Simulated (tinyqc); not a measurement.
From a target to a composition: model-solid line-up of a strained alloy layer on a substrate.

Problem. A layer of the alloy is strained to the substrate, and its gap (Ec minus the top valence edge) is given. Find x between 0.36 and 0.98, where the gap is monotonic.

All values of the alloy are linear in x but the gap, Eg(x) = (1 - x) Eg_A + x Eg_B - C x (1 - x), and the valence edge, Ev(x) = (1 - x) Ev_A + x Ev_B + fv C x (1 - x); Ec = Ev + Eg. Ev is the top of the unstrained valence band on a scale common to all materials. In the layer only the Gamma valley of the conduction band is followed, also where an X or L valley would lie lower.

Coherent growth on a (111) face: e_par = (a_s - a)/a, e_perp = -(2 C11 + 4 C12 - 4 C44)/(C11 + 2 C12 + 4 C44) e_par; exx = eyy = ezz = (2 e_par + e_perp)/3 and exy = eyz = ezx = (e_perp - e_par)/3.

Strained edges: Ec + ac tr(e); the valence edges are Ev plus the levels of the 6 x 6 matrix of X, Y, Z times spin with -Dso/3 + l exx + m (eyy + ezz) on the diagonal (cyclic), n exy off it, l = av + 2 b, m = av - b, n = sqrt(3) d. Spin-orbit term (Dso/3) L.sigma on X, Y, Z with (L_k)_ij = -i epsilon_kij: <X+|H|Y+> = -i Dso/3, <X+|H|Z-> = Dso/3, <Y+|H|Z-> = -i Dso/3, <Z+|H|X-> = -Dso/3, <Z+|H|Y-> = i Dso/3, <X-|H|Y-> = i Dso/3, and their conjugates; + and - are the spin along z.

Parameters, chosen for this exercise (A near AlAs, B near GaAs, substrate near Ge; not measured data):
```
symbol  value           unit      meaning
a       (5.664, 5.651)  angstrom  lattice constant of A, B
Eg      (3.092, 1.505)  eV        gap at Gamma to the s-like level of A, B
Dso     (0.278, 0.341)  eV        spin-orbit splitting of A, B
Ev      (-1.32, -0.8)   eV        top of the unstrained valence band of A, B
ac      (-5.64, -7.26)  eV        conduction deformation potential of A, B
av      (2.44, 1.16)    eV        valence hydrostatic potential of A, B
b       (-2.31, -1.98)  eV        tetragonal shear potential of A, B
d       (-3.38, -4.76)  eV        trigonal shear potential of A, B
C11     (125.1, 121.3)  GPa       of A, B
C12     (53.3, 56.5)    GPa       of A, B
C44     (54.3, 59.3)    GPa       of A, B
C       0.403           eV        bowing of the gap
fv      0                         share of the bowing taken by the valence edge
a_s     5.665           angstrom  substrate
face    111                       growth face
```

strained gap = 1.642634 eV

Find: x; e_par; gap of the relaxed alloy.

Solution. Bisect on x; the strained gap is 2.4122 eV at x = 0.36 and 1.4875 eV at x = 0.98.

x = 0.860
e_par = 0.215 %
gap of the relaxed alloy = 1.679 eV

Run: tinyqc, `OMP_NUM_THREADS=1 python tinyqc.py 1051084 1051085 out.jsonl`; Intel(R) Xeon(R) Processor @ 2.30GHz, one thread, shared host; about 0.03 s of CPU time with all checks.
